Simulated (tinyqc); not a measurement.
From results back to parameters: Tamm state at the end of a one-band chain. Three cases, with inputs chosen for the exercise.

Problem. The end state of a chain with hopping -t and end-site shift D has E = D + t^2/D and weight 1 - (t/D)^2 on the end site. The values below come from hidden t and D.

Find: D, t.

Method. With (t/D)^2 = 1 - w, E = D (2 - w), which gives D, and t = |D| sqrt(1 - w).

Case 1.

E = -1.298713 eV
weight = 0.714146

Solution.

D, t (eV): -1.010  0.540

Case 2.

E = -3.475868 eV
weight = 0.793101

Solution.

D, t (eV): -2.880  1.310

Case 3.

E = 2.088800 eV
weight = 0.806400

Solution.

D, t (eV): 1.750  0.770

Computed by tinyqc, one run a case: `OMP_NUM_THREADS=1 python tinyqc.py N N+1 out.jsonl` with N = 1480306, 1480448, 1480463; one thread of a shared Intel(R) Xeon(R) Processor @ 2.30GHz, about 0.01 s a run at most.
